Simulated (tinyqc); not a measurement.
# Energy and delay of logic against supply voltage, step by step

Numbers from tinyqc (`OMP_NUM_THREADS=1 python tinyqc.py 2082030 2082031 out.jsonl`; about 0.01 s on one thread of a shared Intel Xeon 2.30GHz). Printed values are rounded.

One expression serves below and above threshold: I(Vg) = Ik [ln(1 + exp((Vg - VT + dd V)/(al nf Vt)))]^al, with I_on = I(V) and I_off = I(0). Gate delay td = kd C V/I_on, clock period LD td. Per gate and cycle the switching energy is act C V^2 and the leakage energy I_off V LD td. No short-circuit current, no variation. Minima are sought above 0.09 V; below a few Vt gates no longer switch and the model has no meaning.

Values chosen for this exercise; values of the order met in logic technologies: temperature T = 300 K; threshold voltage at zero drain bias VT = 0.3 V; slope factor nf = 1.16; barrier lowering per volt of supply dd = 0.1; specific current of a gate Ik = 1.4 uA; exponent of the current law al = 1.21; load capacitance of a gate C = 0.74 fF; delay factor kd = 0.9; logic depth LD = 16; activity factor act = 0.02; supply voltage V = 0.33 V.

Constants: q = 1.602176634e-19 C, kB = 1.380649e-23 J/K, Vt = kB T/q. Results are converted to the units shown.

## Currents, delay and energies

I_on, I_off, td, clock frequency 1/(LD td), both energies and their sum.

I_on = 3.040901 uA
I_off = 0.1902104 nA
td = 72.27464 ps
clock frequency = 0.8647570 GHz
switching energy = 1.611720 aJ
leakage energy = 0.07258621 aJ
energy = 1.684306 aJ

I_on/I_off = 16000; leakage makes up 4.31 % of the energy.

## Starting value

V = 0.2 V.

V at the start = 0.2 V

## Iteration 1: new V

Minimum-energy supply: E(V) is the energy per gate and cycle; with h = 0.001 V, E' = (E(V + h) - E(V - h))/(2 h), E'' = (E(V - h) - 2 E(V) + E(V + h))/h^2, V(new) = V - E'/E''.

E' = -6.472992 aJ/V
E'' = 296.8322 aJ/V^2
V after iteration 1 = 0.2218069 V

## Iteration 2: new V

As before.

E' = -1.039295 aJ/V
E'' = 205.7355 aJ/V^2
V after iteration 2 = 0.2268585 V

## Course of the iteration

Stop when the step is below 1e-9 V, or after 40 iterations.

Course of the iteration:
```
iteration,V before the step (V),step (V)
1,0.2,0.0218
2,0.2218069,5.05e-3
3,0.2268585,2.37e-4
4,0.2270953,4.89e-7
5,0.2270957,-9.47e-12
```

Converged in 5 iterations. There leakage makes up 29.8 % of the energy and the clock runs at 94.5 MHz.
